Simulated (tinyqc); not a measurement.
Worked calculation: hydrogen passivation and dissociation of interface defects with a spread of activation energies. Computed by tinyqc, a small Python program that keeps every step. Command: `OMP_NUM_THREADS=1 python tinyqc.py 3004746 3004747 out.jsonl passivation walk`. One thread of a shared host (Intel(R) Xeon(R) Processor @ 2.30GHz), about 0.01 s of CPU time with the checks. Intermediate numbers are printed to about 7 digits and carried at full precision; extremes and crossings named in words are read from the listed rows.

Active defects P react as P + H2 -> HP + H and HP -> P + H; released atomic hydrogen is removed. All defects start active. Activation energies are normally distributed, independently for the two reactions.

Inputs (values chosen for the exercise, for a model interface):
```
quantity                        value    unit
defect density N_0              4e+12   cm^-2
mean passivation energy E_f      1.62      eV
spread s_f                      0.063      eV
prefactor k_f0                3.3e-09  cm^3/s
mean dissociation energy E_d     2.72      eV
spread s_d                      0.078      eV
prefactor k_d0                1.3e+13     1/s
dissolved hydrogen [H2]       2.5e+18   cm^-3
anneal temperature T              530       K
anneal time t                     970       s
```

Ambient: hydrogen.

Constants: k_B = 8.617333262e-05 eV/K.

## Sites at the mean energies

a = k_f0 [H2] exp(-E_f/k_B T), b = k_d0 exp(-E_d/k_B T); the active share of one kind of site is b/(a + b) + (a/(a + b)) exp(-(a + b) t).

passivation rate a = 3.249742e-06 1/s

dissociation rate b = 1.775912e-13 1/s

active share, single energy = 0.9968527

steady active share, single energy = 5.464776e-08

## A five-point average

Gauss-Hermite nodes for a unit normal variable, z = 0, +/-1.355626, +/-2.856970 with weights 0.533333, 0.222076, 0.011257; E_f + s_f z is varied at the mean E_d.

Nodes:
```
z            weight  energy (eV)    rate (1/s)  active share
-2.856970  0.011257     1.440011  1.672508e-04     0.8502429
-1.355626  0.222076     1.534596  2.108439e-05     0.9797559
0.000000   0.533333     1.620000  3.249742e-06     0.9968527
1.355626   0.222076     1.705404  5.008836e-07     0.9995143
2.856970   0.011257     1.799989  6.314365e-08     0.9999388
```

active share, five points = 0.9920303

Caution: the spread exceeds 1.3 k_B T, so the integrand is step-like and five points are a rough average.

## Average over the spread

Full average: z from -5 to 5 in steps of 0.125 with normalised weights exp(-z^2/2), energy = mean + spread x z, over both energies.

active share = 0.9920415

active defects = 3.968166e+12 cm^-2

The spread changes the active share from 0.997 to 0.992.

## Isochronal anneals

The formulas are those given above.

Same time, other temperatures:
```
T (K)       a (1/s)       b (1/s)  active share, single energy  active share, spread
450    5.932701e-09  4.480063e-18                 9.999942e-01          9.999785e-01
525    2.318133e-06  1.007146e-13                 9.977539e-01          9.941843e-01
600    2.037290e-04  1.849051e-10                 8.206840e-01          7.428888e-01
675    6.621956e-03  6.390044e-08                 1.632828e-03          5.737960e-02
750    1.072835e-01  6.860374e-06                 6.394211e-05          2.458690e-04
825    1.047520e+00  3.147367e-04                 3.003687e-04          8.075854e-04
900    6.996055e+00  7.631567e-03                 1.089650e-03          2.484056e-03
975    3.488740e+01  1.133064e-01                 3.237260e-03          6.453177e-03
1050   1.382917e+02  1.144242e+00                 8.206220e-03          1.459123e-02
1125   4.562190e+02  8.489452e+00                 1.826834e-02          2.934497e-02
```

The active share is lowest, 2.46e-4, at 750 K of those listed: below, passivation is too slow for this time, and above, dissociation competes. A single energy would promise 6.39e-5 (at 750 K), so among these rows the spread raises the floor by a factor 3.8.

## Isothermal kinetics

Times are decades about 1/(a + b) of the mean site. The last column is the part of the change still to come; rows stop once it is below 1e-5.

Against time:
```
t (s)     active share, single energy  active share, spread  unreacted part
3.00e+02                 9.990256e-01          9.974965e-01    9.974965e-01
3.00e+03                 9.902981e-01          9.764611e-01    9.764611e-01
3.00e+04                 9.071094e-01          8.320976e-01    8.320975e-01
3.00e+05                 3.772215e-01          3.994196e-01    3.994193e-01
3.00e+06                 5.839435e-05          5.399085e-02    5.399028e-02
3.00e+07                 5.464776e-08          1.172136e-03    1.171528e-03
```

A single energy finishes within about two decades of time. With the spread the unreacted part is 0.98 at 3000 s and still 0.054 at 3e6 s, where one energy leaves 5.8e-5: a width of s/k_B T = 1.38 in ln(rate) stretches the decay markedly.

Checks made by the program: the average on a grid twice as fine (relative difference 4e-08).
